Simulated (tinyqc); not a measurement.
# Floating body of a partially depleted SOI transistor: body voltage and kink: output curve and kink

Source at 0 V. Channel current Ic = 2 nf K Vt^2 [F(0) - F(Vd)](1 + la Vd), F(V) = ln^2(1 + exp((Vg - VT - nf V)/(2 nf Vt))), VT = VT0 - gb Vb. Saturation voltage Vs = 2 Vt sqrt(F(0)) + 3 Vt, excess Ve = (Vd - Vs + sqrt((Vd - Vs)^2 + 0.0004 V^2))/2, multiplication M1 = Ai Ve exp(-Bl/Ve). Each junction passes D(v) = J1 (exp(v/Vt) - 1) + J2 (exp(v/(2 Vt)) - 1). Bipolar current Ib = bb J1 (exp(Vb/Vt) - 1). The body settles where M1 (Ic + Ib) = D(Vb) + D(Vb - Vd) + Vb/Rb; drain current Id = (1 + M1)(Ic + Ib) - D(Vb - Vd).

Rows with more than one solution for Vb (latch) are left out; dId/dVd by a forward difference over 1e-4 V, swing = 1e-4 V over the change of log10 Id; M1 under 1e-12 is printed as 0.

Values chosen for this exercise; values of the order met in partially depleted silicon-on-insulator transistors: temperature T = 358 K; threshold at zero body voltage VT0 = 0.3 V; fall of the threshold per volt of body voltage gb = 0.24; slope factor nf = 1.28; gain factor per width K = 180 uA/(V^2 um); channel-length modulation factor la = 0.04 1/V; impact-ionisation prefactor Ai = 2.5 1/V; impact-ionisation voltage Bl = 5.3 V; diffusion saturation current of each junction J1 = 3.6e-11 uA/um; recombination saturation current of each junction J2 = 1.2e-8 uA/um; gain of the lateral bipolar transistor on the diffusion current bb = 1; resistance of a weak body tie to the source (1e9 stands for no tie, and the term is then dropped) Rb = 1e9 kohm um; gate voltage Vg = 0.28 V.

Constants: q = 1.602176634e-19 C, kB = 1.380649e-23 J/K, Vt = kB T/q. Results are converted to the units shown.

Results:

| Vd (V) | Vb (V) | M1 | Id, floating (uA/um) | Id, grounded (uA/um) | ratio | dId/dVd, floating (uS/um) | dId/dVd, grounded (uS/um) |
|---|---|---|---|---|---|---|---|
| 0.68 | 0.4070 | 3.685e-5 | 0.7630 | 0.1487 | 5.131 | 2.197 | 0.006058 |
| 1 | 0.5668 | 0.002760 | 1.289 | 0.1513 | 8.517 | 1.301 | 0.01193 |
| 1.16 | 0.6095 | 0.009447 | 1.486 | 0.1538 | 9.666 | 1.202 | 0.01955 |
| 1.32 | 0.6415 | 0.02373 | 1.683 | 0.1577 | 10.67 | 1.282 | 0.03032 |
| 1.48 | 0.6668 | 0.04860 | 1.906 | 0.1636 | 11.65 | 1.545 | 0.04360 |
| 1.64 | 0.6878 | 0.08641 | 2.188 | 0.1718 | 12.74 | 2.016 | 0.05864 |
| 1.8 | 0.7059 | 0.1388 | 2.566 | 0.1824 | 14.07 | 2.767 | 0.07477 |

Estimate the missing row, Vd = 0.84 V.

Computed row:

| Vd (V) | Vb (V) | M1 | Id, floating (uA/um) | Id, grounded (uA/um) | ratio | dId/dVd, floating (uS/um) | dId/dVd, grounded (uS/um) |
|---|---|---|---|---|---|---|---|
| 0.84 | 0.5058 | 4.896e-4 | 1.060 | 0.1498 | 7.076 | 1.594 | 0.007647 |

With this row back in the table: Vb rises from 0.407 to 0.706 V and the ratio of the currents rises from 5.13 to 14.1. The output conductance with a floating body exceeds the grounded value by the largest factor among the rows, 363, at Vd = 0.68 V, where Vb = 0.407 V and M1 = 3.68e-5.

Range of the model: The multiplication law is an empirical form chosen for the exercise; self-heating and capacitive coupling to the body are left out, and the linear laws are rough once Vb passes about 0.7 V or M1 about 0.1.

Numbers from tinyqc (`OMP_NUM_THREADS=1 python tinyqc.py 2182256 2182257 out.jsonl`; about 0.2 s on one thread of a shared Intel Xeon 2.30GHz).
